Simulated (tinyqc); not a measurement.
Mobility and doping from two currents.

Question. A trap-free film with injecting contacts is fitted, with diffusion neglected, by J = q mu N V/Lf + (9/8) eps0 eps_r mu V^2/Lf^3. Find mu, N and the voltage at which both terms are equal.

Parameters, values chosen for the exercise: relative permittivity eps_r = 15.9; film thickness Lf = 1600 nm.

Constants: q = 1.602176634e-19 C, eps0 = 8.8541878128e-14 F/cm where lengths are in cm. Results are converted to the units shown.

J at 3.5 and 16 V (A/cm^2): [0.13386016, 1.3234016]

Solution. J/V is a straight line in V: the slope gives mu and the intercept mu N.

mu = 0.009200 cm^2/(V s)
N = 2.800e15 cm^-3
crossover voltage = 7.251 V

tinyqc, about 0.1 s, one thread, Intel Xeon 2.30GHz (shared host): `OMP_NUM_THREADS=1 python tinyqc.py 2730110 2730111 out.jsonl`
